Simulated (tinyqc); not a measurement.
Inside a calculation. Method: Hubbard chain of 3 sites. Computed by tinyqc, a small Python program that keeps every step. Settings: hopping = 1.22, U = 8.2, mixing = 0.2, iteration cap = 67. Command: `OMP_NUM_THREADS=1 python tinyqc.py 28604 28605 out.jsonl` (the two numbers bound the seeds that draw the settings). One thread of a shared host (Intel(R) Xeon(R) Processor @ 2.60GHz), about 0.1 s of CPU time with the checks. Later iterations appear only in the table of the cycle.

## Mean-field iteration 1

one-body matrix (hopping and site energies) (eV), lower triangle:
```
         1        2        3
1  -0.9100
2  -1.2200  -0.2400
3   0.0000  -1.2200  -0.6800
```

U = 8.2000 eV

electrons, up and down: 1  1

mixing = 0.2000

n(up) at the start (a guess, not normalised): 1 0.7830, 2 0.0000, 3 0.7830

n(down) at the start (a guess): 1 0.0000, 2 0.7830, 3 0.0000

H(up) = T + U n(down), H(down) = T + U n(up); fill the lowest levels; n(new) = n + mixing (n(out) - n); E = tr T (rho up + rho down) + U sum n_up n_down of the output.

levels, up (eV): -1.2274  -0.7661  6.5841

levels, down (eV): -0.7100  5.6009  6.1204

energy = -2.0481 eV

n(up) after iteration 1: 1 0.7689, 2 0.0096, 3 0.6743

n(down) after iteration 1: 1 0.0072, 2 0.8126, 3 0.0067

## Mean-field iteration 2

As before.

levels, up (eV): -1.1610  -0.7097  6.8172

levels, down (eV): -0.6755  5.0132  5.7453

energy = -2.1005 eV

n(up) after iteration 2: 1 0.7581, 2 0.0169, 3 0.5872

n(down) after iteration 2: 1 0.0131, 2 0.8337, 3 0.0143

## Convergence

Each step fills the lowest levels of T + U n(other spin) and sets n(new) = n + mixing (n(out) - n); stop when output and input agree to 1e-8.

Course of the cycle:

| iteration | E (eV) | largest \|n(out) - n(in)\| | mean \|n_up - n_down\| |
|---|---|---|---|
| 1 | -2.048113 | 5.44e-01 | 0.5885 |
| 2 | -2.100503 | 4.35e-01 | 0.5814 |
| 3 | -2.151181 | 3.61e-01 | 0.5729 |
| 4 | -2.204461 | 3.13e-01 | 0.5631 |
| 5 | -2.265280 | 2.83e-01 | 0.5517 |
| 6 | -2.337543 | 2.62e-01 | 0.5381 |
| 7 | -2.422289 | 2.44e-01 | 0.5534 |
| 8 | -2.516436 | 2.24e-01 | 0.5756 |
| 9 | -2.613153 | 2.01e-01 | 0.5929 |
| 10 | -2.704237 | 1.76e-01 | 0.6055 |
| 11 | -2.783225 | 1.64e-01 | 0.6139 |
| ... | ... | ... | ... |
| 57 | -3.082098 | 6.95e-03 | 0.5719 |
| 58 | -3.082169 | 6.57e-03 | 0.5714 |
| 59 | -3.082234 | 6.22e-03 | 0.5710 |
| 60 | -3.082292 | 5.89e-03 | 0.5706 |
| 61 | -3.082345 | 5.58e-03 | 0.5702 |
| 62 | -3.082393 | 5.28e-03 | 0.5698 |
| 63 | -3.082435 | 5.01e-03 | 0.5695 |
| 64 | -3.082474 | 4.75e-03 | 0.5692 |
| 65 | -3.082509 | 4.50e-03 | 0.5688 |
| 66 | -3.082541 | 4.27e-03 | 0.5685 |
| 67 | -3.082569 | 4.05e-03 | 0.5682 |

Not converged within 67 iterations: the residual falls steadily but slowly, by a factor of about 0.95 a step. The lowest mean-field energy found from random starts is -3.08284 eV. Reruns (cap 100 unless said): mixing 0.5: not converged; mixing 0.9: converged in 68 (E = -3.08284); the original settings with a cap of 400: converged in 333 (E = -3.08284).

## The many-body Hamiltonian

Basis: all placements (u, d, 2, 0 on each site), up operators ordered before down ones; hops carry the sign of the same-spin electrons passed.

H (eV), lower triangle:
```
         200      ud0      u0d      du0      020      0ud      d0u      0du
200   6.3800
ud0  -1.2200  -1.1500
u0d   0.0000  -1.2200  -1.5900
du0  -1.2200   0.0000   0.0000  -1.1500
020   0.0000  -1.2200   0.0000  -1.2200   7.7200
0ud   0.0000   0.0000  -1.2200   0.0000  -1.2200  -0.9200
d0u   0.0000   0.0000   0.0000  -1.2200   0.0000   0.0000  -1.5900
0du   0.0000   0.0000   0.0000   0.0000  -1.2200   0.0000  -1.2200  -0.9200
002   0.0000   0.0000   0.0000   0.0000   0.0000  -1.2200   0.0000  -1.2200

        002
002  6.8400
```

## Exact diagonalisation (9 states)

Lowest levels of the sector, and the double occupancy of the lowest state.

lowest levels (eV): -3.4611  -3.0628  -1.4076  -1.0375  -0.1509  0.4402

double occupancy per site = 0.0133

## The lowest level by Lanczos steps

From a random start vector (not printed): a_j = <q_j|H|q_j>, b_j = norm of the remainder after orthogonalising; the Ritz value is the lowest eigenvalue of the tridiagonal matrix of a and b so far.

Lanczos:

| j | a_j (eV) | b_j (eV) | lowest Ritz value (eV) |
|---|---|---|---|
| 1 | -0.5329 | 3.3068 | -0.532876 |
| 2 | 4.5891 | 2.9164 | -2.154374 |
| 3 | 0.4492 | 2.6424 | -2.813199 |
| 4 | 5.7939 | 3.1673 | -3.011299 |
| 5 | 0.6037 | 0.8260 | -3.118623 |
| 6 | -2.3201 | 1.8316 | -3.165532 |
| 7 | 3.1213 | 3.9732 | -3.267685 |
| 8 | 2.7504 | 0.6258 | -3.453055 |
| 9 | -0.8347 | 0 | -3.461098 |
